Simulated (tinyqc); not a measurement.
A run and its error bars: classical Heisenberg spin chain: exact results, Metropolis, heat-bath and over-relaxation steps, and a Monte Carlo run. Computed by tinyqc, a small Python program. Command: `OMP_NUM_THREADS=1 python tinyqc.py 3130354 3130355 out.jsonl heismc walk`. One thread of a shared host (Intel(R) Xeon(R) Processor @ 2.30GHz), about 0.2 s of CPU time with the checks.

E = -J sum_i s_i . s_(i+1) for unit vectors s_i on an open chain; K = J/(k_B T).

Inputs (values chosen for the exercise, for a model chain of large moments):

| quantity | value | unit |
|---|---|---|
| coupling J | 28 | meV |
| temperature T | 65 | K |
| moment mu | 3.7 | mu_B |
| length N of the open chain | 8 | - |
| seed | 557473 | - |

Update: heat bath with over-relaxation.

Constants: k_B = 8.617333262e-05 eV/K; mu_B = 5.7883818060e-05 eV/T.

Method:
- Each bond angle is independent, so u = <s_i . s_(i+1)> = coth K - 1/K, <s_i . s_(i+n)> = u^n, correlation length xi = -1/ln|u|, energy per bond -J u, heat capacity per bond c/k_B = 1 - K^2/sinh^2 K, and for the long chain chi = mu^2 (1 + u)/(3 k_B T (1 - u)) per spin.
- For N spins, <|sum s|^2>/N = (1 + u)/(1 - u) - 2 u (1 - u^N)/(N (1 - u)^2); the long chain has (1 + u)/(1 - u), chi over the Curie value, and the difference is relative to it.
- From the ordered state (alternating for J < 0), with each spin drawn from exp(h . s), h = K x sum of neighbours, 200 sweeps are discarded and 1600 recorded (even and odd sites in turn, each heat-bath sweep followed by two sweeps of reflections; random numbers not printed, so these rows are one sample). Errors are the scatter of block means over sqrt(number of blocks).

K = 4.99887

u = 0.800046

<|sum s|^2>/N = 4.83939

Blocking:

| block length | mean bond product | error | <\|sum s\|^2>/N | error |
|---|---|---|---|---|
| 1 | 0.79537 | 0.0019818 | 4.8142 | 0.036342 |
| 4 | 0.79537 | 0.0022917 | 4.8142 | 0.044943 |
| 16 | 0.79537 | 0.0024386 | 4.8142 | 0.052143 |
| 40 | 0.79537 | 0.0027421 | 4.8142 | 0.053455 |
| 80 | 0.79537 | 0.0025706 | 4.8142 | 0.056285 |

What follows from these numbers?

With blocks of 40 the bond product is 1.7 error bars from the exact u = 0.8000, and <|sum s|^2>/N is 0.5 from the exact 4.839. Blocking to 40 changes the two errors by factors 1.4 and 1.5.
